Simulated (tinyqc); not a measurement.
# Activation energy and ten-year temperature from two bakes

Inverse problem. tr goes as exp(q Ex/(kB T)); ten years are 3.15576e8 s. Find Ex and the temperature T10 at which tr is ten years.

Constants: q = 1.602176634e-19 C, kB = 1.380649e-23 J/K. Results are converted to the units shown.

time to crystallise at 498 and 523 K (s): 5400  298.29463

Answer. ln tr is linear in 1/T; the line is extended to ten years.

Ex = 2.60 eV
T10 = 422 K

tinyqc, about 0.01 s, one thread, Intel Xeon 2.30GHz (shared host): `OMP_NUM_THREADS=1 python tinyqc.py 2880056 2880057 out.jsonl`
